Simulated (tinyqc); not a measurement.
Both saturation currents from two open-circuit voltages.

Inverse problem. Without shunt, at open circuit JL = J01 (exp(Voc/Vt) - 1) + J02 (exp(Voc/(2 Vt)) - 1). Find J01, J02 and the mean ideality (Voc2 - Voc1)/(Vt ln(JL2/JL1)).

Values chosen for this exercise:
- T = 298.15 K (temperature)

Constants: q = 1.602176634e-19 C, kB = 1.380649e-23 J/K, Vt = kB T/q. Results are converted to the units shown.

photocurrents (mA/cm^2): 28.3  2.83
Voc (V): 1.1028608  1.0339930

Solution. The relation is linear in J01 and J02, so two light levels give two equations; series resistance plays no part at open circuit.

J01 = 5.400e-21 A/cm^2
J02 = 2.200e-12 A/cm^2
mean ideality = 1.164

Program tinyqc, `OMP_NUM_THREADS=1 python tinyqc.py 2280019 2280020 out.jsonl`; Intel Xeon 2.30GHz, shared host, one thread, about 0.01 s.
